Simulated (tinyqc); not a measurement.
Time-dependent dielectric breakdown: cell percolation, Weibull statistics, area scaling and voltage extrapolation: one step, computed by the program tinyqc.

The oxide is divided into columns of area a^2, each holding m = t_ox/a cells (m is taken as continuous). A share lambda(t) = (t/t_1)^alpha of the cells is defective, and a column whose cells are all defective breaks down.

Problem. A sample of breakdown times. Each device fails at t = t63 (-ln(1 - u))^(1/beta). Sort the times; median rank F_i = (i - 0.3)/(n_s + 0.4) for n_s devices; W = ln(-ln(1 - F_i)).

characteristic life t63 = 67833.53 s

uniform random numbers u: 0.6330  0.5934  0.3311  0.8254  0.2136  0.9035  0.2626  0.0849  0.7965  0.7937  0.0166  0.7058

Weibull slope beta = 2.249231

Give: Weibull plot.

Solution.

Weibull plot:
```
i   t (s)      F_i    ln t        W
1   11008  0.05645   9.306  -2.8455
2   23107  0.13710  10.048  -1.9142
3   35985  0.21774  10.491  -1.4042
4   39988  0.29839  10.596  -1.0374
5   45242  0.37903  10.720  -0.7413
6   64727  0.45968  11.078  -0.4852
7   67906  0.54032  11.126  -0.2520
8   74198  0.62097  11.214  -0.0303
9   83095  0.70161  11.328   0.1901
10  83414  0.78226  11.332   0.4216
11  86891  0.86290  11.372   0.6867
12  98958  0.94355  11.502   1.0558
```

Caution: t_1 is an input here; in a real oxide it changes with thickness at fixed voltage.
